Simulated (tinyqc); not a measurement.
Interband optics of a two-band s-p chain from momentum matrix elements: sweeps and comparisons. A value that a table varies takes the place of the one given here.

H(k) = [[Es - 2 ts cos ka, 2i V sin ka], [-2i V sin ka, Ep_ + 2 tp cos ka]] in the basis s, p; the lower band is full, with two electrons a cell. The velocity operator times hbar is W = dH/dk (eV angstrom); intra-atomic dipoles are left out.

With w(k) = |<c|W|v>|^2 and D(k) = Ec - Ev, on the mesh k_j = (j + 1/2)/N (2 pi/a): eps(E) = 1 + (8 pi e2/(a Ar)) mean_j (w/D^2) [1/(D - E - i eta) + 1/(D + E + i eta)], e2 = e^2/(4 pi eps0); light polarised along the chains, no local fields.

Constants: e^2/(4 pi eps0) = 14.39964547 eV angstrom; hbar^2/2m0 = 3.80998211 eV angstrom^2.

Parameters, chosen for this exercise: a = 3.05 angstrom (period); Es = 2.77 eV (upper orbital (s)); Ep_ = -3.65 eV (lower orbital (p)); ts = 0.58 eV (s-s hopping); tp = 0.68 eV (p-p hopping); V = 1.34 eV (s-p hopping); Ar = 10.4 angstrom^2 (cross-section per chain); eta = 0.1 eV (Lorentzian half width); E = 3.34 eV (photon energy).

## Joint density of states against eps2

Mesh of 2000 points. J(E) = mean of (eta/pi)/((E - D)^2 + eta^2). The fourth column is J times the constant (8 pi^2 e2/(a Ar)) mean(w/D^2). R = |(sqrt(eps) - 1)/(sqrt(eps) + 1)|^2.

Spectrum:

| E (eV) | J (1/eV) | eps2 | eps2 with constant element | eps1 | R |
|---|---|---|---|---|---|
| 3.30 | 0.009 | 0.902 | 0.243 | 9.426 | 0.260 |
| 3.88 | 0.146 | 20.675 | 4.040 | 19.248 | 0.500 |
| 4.45 | 0.110 | 8.725 | 3.050 | -4.935 | 0.551 |
| 5.03 | 0.090 | 3.401 | 2.484 | -3.337 | 0.547 |
| 5.60 | 0.085 | 1.493 | 2.350 | -1.826 | 0.530 |
| 6.18 | 0.086 | 0.640 | 2.384 | -0.612 | 0.437 |
| 6.76 | 0.092 | 0.273 | 2.554 | 0.414 | 0.052 |
| 7.33 | 0.105 | 0.192 | 2.904 | 1.414 | 0.009 |
| 7.91 | 0.132 | 0.421 | 3.656 | 2.743 | 0.064 |
| 8.48 | 0.215 | 1.727 | 5.940 | 5.588 | 0.178 |
| 9.06 | 0.840 | 17.068 | 23.236 | -11.245 | 0.667 |
| 9.64 | 0.034 | 0.638 | 0.949 | -3.677 | 0.869 |

Transitions span 3.900 to 9.036 eV. Among the energies listed J peaks at 9.06 eV and eps2 at 3.88 eV. The ratio of eps2 to the constant-element value is 2.86 at 4.45 eV and 0.29 at 8.48 eV: w/D^2 is 4.393 angstrom^2 at the zone centre and 0.836 at the edge.

## Mesh against broadening

eps2 at E for three widths, and eps(0) at eta = 0; the last row is the mesh of 2000 points.

Convergence:

| N | eta = 0.03 eV | eta = 0.1 eV | eta = 0.3 eV | eps(0) |
|---|---|---|---|---|
| 4 | 0.007 | 0.023 | 0.068 | 2.0342 |
| 8 | 0.099 | 0.327 | 0.933 | 3.8426 |
| 16 | 0.271 | 0.890 | 2.345 | 4.4242 |
| 32 | 0.309 | 1.009 | 2.570 | 4.4367 |
| 64 | 0.309 | 1.010 | 2.571 | 4.4367 |
| 128 | 0.309 | 1.010 | 2.571 | 4.4367 |
| 2000 | 0.309 | 1.010 | 2.571 | 4.4367 |

The first N from which eps2 stays within 2 % of the last row is 32 for eta = 0.03, 32 for 0.1 and 32 for 0.3 eV; for eps(0) and 0.1 % it is 32. E lies outside the range of transitions, so eps2 is only the tail of the broadening and grows with eta.

## Static constant against the gap

Es takes the values listed; mesh of 400 points; the Penn-type estimate is 1 + 8 pi c e2 n_eff/(a Ar Dm^2) with Dm the f-weighted mean of D, f = w/(c D), n_eff = 2 mean(f), c = hbar^2/2m0.

Results:

| Es (eV) | smallest D (eV) | Dm (eV) | n_eff | eps(0) | estimate |
|---|---|---|---|---|---|
| 2.47 | 3.600 | 6.358 | 2.437 | 5.078 | 3.620 |
| 2.77 | 3.900 | 6.653 | 2.351 | 4.437 | 3.309 |
| 3.27 | 4.400 | 7.144 | 2.220 | 3.648 | 2.891 |
| 3.77 | 4.900 | 7.635 | 2.101 | 3.092 | 2.567 |
| 4.77 | 5.900 | 8.619 | 1.895 | 2.382 | 2.109 |
| 5.77 | 6.900 | 9.604 | 1.723 | 1.966 | 1.812 |
| 7.77 | 8.900 | 11.578 | 1.455 | 1.529 | 1.472 |

eps(0) - 1 falls from 4.078 to 0.529, as Dm^-3.41; a fixed n_eff would give the power -2, and n_eff goes from 2.437 to 1.455. The single-gap estimate is low by 35.8 % of eps(0) - 1 in the first row and 10.9 % in the last, since 1/D^2 favours the smallest separations. n_eff need not equal the 2 electrons of the cell: a two-orbital basis with chosen hoppings does not obey the free-electron sum rule.

## What moves the optical response

Mesh of 400 points; n_eff = 2 mean(w/(c D)), c = hbar^2/2m0. Each row changes one parameter from the base and keeps the others.

Results:

| case | smallest D (eV) | largest D (eV) | n_eff | eps(0) |
|---|---|---|---|---|
| base | 3.900 | 9.036 | 2.351 | 4.437 |
| a = 3.203 angstrom | 3.900 | 9.036 | 2.593 | 4.609 |
| Es = 3.07 eV | 4.200 | 9.311 | 2.271 | 3.930 |
| ts = 0.696 eV | 3.668 | 9.203 | 2.378 | 4.805 |
| V = 1.474 eV | 3.900 | 9.230 | 2.743 | 4.951 |
| Ar = 11.44 angstrom^2 | 3.900 | 9.036 | 2.351 | 4.124 |

The largest shifts from the base row, up to three for each result and ties (the steps differ in size, so this ranks the rows, not the parameters). smallest D (eV): Es +0.300, ts -0.232; unchanged at the printed digits by a, V and Ar. largest D (eV): Es +0.276, V +0.194, ts +0.168; unchanged at the printed digits by a and Ar. n_eff: V +0.392, a +0.242, Es -0.080; unchanged at the printed digits by Ar. eps(0): V +0.514, Es -0.507, ts +0.368.

(tinyqc, `OMP_NUM_THREADS=1 python tinyqc.py 1680561 1680562 out.jsonl`, Intel(R) Xeon(R) Processor @ 2.30GHz, 1 thread, shared host, about 0.02 s.)
